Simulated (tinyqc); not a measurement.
Thermal displacements in the Debye model: Debye-Waller factors, bond-length spread and the Lindemann rule. Changing the temperature T. Computed by tinyqc, a small Python program. Command: `OMP_NUM_THREADS=1 python tinyqc.py 3012553 3012554 out.jsonl debyewaller sweep`. One thread of a shared host (Intel(R) Xeon(R) Processor @ 2.30GHz), about 0.01 s of CPU time with the checks.

A Debye spectrum with three branches of one velocity, cut at k_B Theta; 4 atoms per cube, nearest neighbours at d = 0.707107 a.

Inputs (values chosen for the exercise, modelled on nickel): atomic mass M = 58.69 u; Debye temperature Theta = 389 K; lattice constant a = 3.524 angstrom; Lindemann ratio x_L = 0.11; gamma-ray energy E = 6.2 keV; photoelectron wave number k = 12 1/angstrom.

Structure: fcc.

reflection (h k l): [1, 1, 1]

Constants: hbar^2/u = 4.18015928e-03 eV angstrom^2; k_B = 8.617333262e-05 eV/K; e = 1.602176634e-19 C; u = 1.6605390666e-27 kg; c = 299792458 m/s; hbar = 6.582119569e-16 eV s.

Method:
- <u_x^2> = (3 hbar^2/(2 M k_B Theta)) int_0^1 s coth(s Theta/(2T)) ds (64 Gauss-Legendre points); it tends to 3 hbar^2/(4 M k_B Theta) at T = 0 and to 3 hbar^2 T/(M k_B Theta^2) at high T.
- B = 8 pi^2 <u_x^2>.
- G = 2 pi sqrt(h^2 + k^2 + l^2)/a; the intensity is multiplied by exp(-2W), 2W = G^2 <u_x^2>; the loss goes into thermal diffuse scattering.
- A nucleus of this mass is supposed to emit a gamma ray of the energy chosen: recoil energy E_R = E^2/(2 M c^2), wave number k_g = E/(hbar c), recoil-free fraction f = exp(-k_g^2 <u_x^2>).
- Correlated Debye model: sigma^2 = (3 hbar^2/(M k_B Theta)) int_0^1 s coth(s Theta/(2T)) [1 - sin(s q_D R)/(s q_D R)] ds for two atoms at distance R, q_D = (6 pi^2 n)^(1/3), n atoms per volume; uncorrelated motion would give 2 <u_x^2>.
- An EXAFS amplitude is damped by exp(-2 k^2 sigma^2).

One run for each value; columns: (1) temperature T (K); (2) B factor (angstrom^2); (3) intensity factor exp(-2W); (4) sigma^2 of the nearest bond (angstrom^2); (5) correlation 1 - sigma^2/(2 <u_x^2>); (6) recoil-free fraction f:
```
(1)     (2)     (3)      (4)     (5)     (6)
13    0.127  0.9848  0.00274  0.1452  0.9843
21    0.128  0.9846  0.00275  0.1546  0.9841
35    0.133  0.9841  0.00276  0.1781  0.9836
58    0.144  0.9827  0.00283  0.2236  0.9821
96    0.174  0.9793  0.00315  0.2844  0.9785
160   0.239  0.9715  0.00402  0.3358  0.9705
260   0.357  0.9578  0.00575  0.3634  0.9564
430   0.569  0.9336  0.00899  0.3762  0.9313
710   0.926  0.8942  0.01452  0.3813  0.8906
1200  1.557  0.8286  0.02433  0.3832  0.8231
```

Over the rows, B factor (angstrom^2) rises from 0.127 to 1.56 (exponent d ln y / d ln x 0.024 between the first rows and 0.99 between the last); intensity factor exp(-2W) falls from 0.985 to 0.829 (exponent d ln y / d ln x -3.7e-4 between the first rows and -0.15 between the last); sigma^2 of the nearest bond (angstrom^2) rises from 0.00274 to 0.0243 (exponent d ln y / d ln x 0.0014 between the first rows and 0.98 between the last). At the high end the exponent of B factor is 0.99, close to 1: the classical law. At the low end the exponent of B factor is 0.02, close to 0: zero-point motion. ln of the intensity factor is -G^2 <u_x^2>, flat at low T and linear in T at high T.

Caution (rows 1200): the displacement is near or above the Lindemann value, where anharmonic terms matter.
